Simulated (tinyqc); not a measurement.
## Joule-heated wire on a substrate, fin equation: effect of the cross-section

A wire of length L loses heat along itself to two contacts and sideways to the substrate: kap A theta'' - g theta + p = 0 with theta = T - T0 and p = p0. The ends are held at T0. Constant conductivity, diffusive heat flow.

The equation is solved on 800 equal steps and the peak is the largest node value. LH = sqrt(kap A/g); the share is the integral of g theta over that of p.

Values chosen for this exercise:
```
symbol  value     unit                                  meaning
kap        65  W/(m K)              conductivity along the wire
g         1.1  W/(m K)  conductance per length to the substrate
L        1700       nm              length between the contacts
Rc          0     K/uW       thermal resistance of each contact
p0       0.21    uW/nm                       heating per length
```

Effect of the cross-section:
```
A (nm^2)	LH (nm)	L/LH	peak theta (K)	peak/(p0/g)	share to the substrate (%)
110	80.62	21.09	190.9	0.9999	90.51
230	116.6	14.58	190.6	0.9986	86.28
460	164.9	10.31	188.7	0.9885	80.60
910	231.9	7.331	181.1	0.9489	72.75
1800	326.1	5.213	162.9	0.8532	62.05
3600	461.2	3.686	131.9	0.6910	48.39
7300	656.8	2.588	93.56	0.4901	33.53
```

As A goes from 110 to 7300 nm^2, the peak theta falls from 191 to 93.6 K and the share of heat to the substrate falls from 90.5 to 33.5 %; L/LH goes from 21 to 2.6. Where L/LH is smallest the peak reaches 0.49 of p0/g, where it is largest 1.0: contacts cool the wire only within a few healing lengths.

Computed by the program tinyqc: `OMP_NUM_THREADS=1 python tinyqc.py 2520122 2520123 out.jsonl`, one thread of a shared Intel Xeon 2.30GHz, about 0.01 s for the whole run.
